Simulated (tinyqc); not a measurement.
# Thermal resistances of a two-die stack

Inverse problem. Heat leaves through the lower die only, and the system is linear. Find the resistance R1 from the lower die to the coolant, R2 between the dies, and the rise of the upper die when both are powered.

Inputs (values chosen for the exercise): power of the lower die P1 = 57 W; power of the upper die P2 = 3.3 W.

rises of the lower and upper die with only the lower one powered (K): 15.39  15.39
rises of the lower and upper die with only the upper one powered (K): 0.891  2.145

Answer. With only the lower die powered no heat crosses R2, so both dies rise by P1 R1; the difference in the second test is P2 R2; rises add.

R1 = 0.270 K/W
R2 = 0.380 K/W
rise of the upper die = 17.5 K

Program tinyqc, `OMP_NUM_THREADS=1 python tinyqc.py 2162009 2162010 out.jsonl`; Intel Xeon 2.30GHz, shared host, one thread, about 0.02 s.
